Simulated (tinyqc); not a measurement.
Thin film between two gates, subbands and threshold shift from confinement: one step of the calculation.

Undoped body with a flat potential across it, hard walls, transport along x. Three valley pairs (g = 2 each) with the longitudinal mass along x, y or z. Non-parabolicity enters the subband edges through E (1 + al E) = gamma, so E = 2 gamma/(1 + sqrt(1 + 4 al gamma)); motion within a subband is taken as parabolic with the band-edge mass. Energies are counted from the bulk band edge.

Task. Threshold shift. Each subband has N_k = g sqrt(mx my) m0 kB T/(pi hbar^2); without degeneracy n = exp(EF/Vt) sum N_k exp(-E_k/Vt). Classical value Nc times t, Nc = sum over valleys of 2 g (m m0 kB T/(2 pi hbar^2))^1.5 with m = (mx my mz)^(1/3). Threshold shift dVT = Vt ln(classical value/sum N_k exp(-E_k/Vt)). Use the subbands listed.

Values chosen for this exercise; masses close to those of silicon:

| symbol | value | unit | meaning |
|---|---|---|---|
| T | 77 | K | temperature |
| ml | 0.913 | m0 | longitudinal mass |
| mt | 0.187 | m0 | transverse mass |
| t | 2.1 | nm | film thickness (along z) |

Constants: q = 1.602176634e-19 C, kB = 1.380649e-23 J/K, hbar = 1.054571817e-34 J s, m0 = 9.1093837015e-31 kg, Vt = kB T/q. Results are converted to the units shown.

```
subband	E_k (eV)	N_k (cm^-2)
z1	0.077856743	1.0366506e12
z2	0.31142697	1.0366506e12
x1	0.38012410	2.2905881e12
y1	0.38012410	2.2905881e12
z3	0.70071069	1.0366506e12
```

Wanted: shares; sum N_k exp(-E_k/Vt); Nc; classical value; dVT.

Result.

shares, subband z1 to z3 (%): 100.00  0.00  0.00  0.00  0.00
sum N_k exp(-E_k/Vt) = 8.3134e6 cm^-2
Nc = 3.4983e18 cm^-3
classical value = 7.3464e11 cm^-2
dVT = 75.572 mV

Computed by the program tinyqc: `OMP_NUM_THREADS=1 python tinyqc.py 2350122 2350123 out.jsonl`, one thread of a shared Intel Xeon 2.30GHz, about 0.07 s for the whole run.
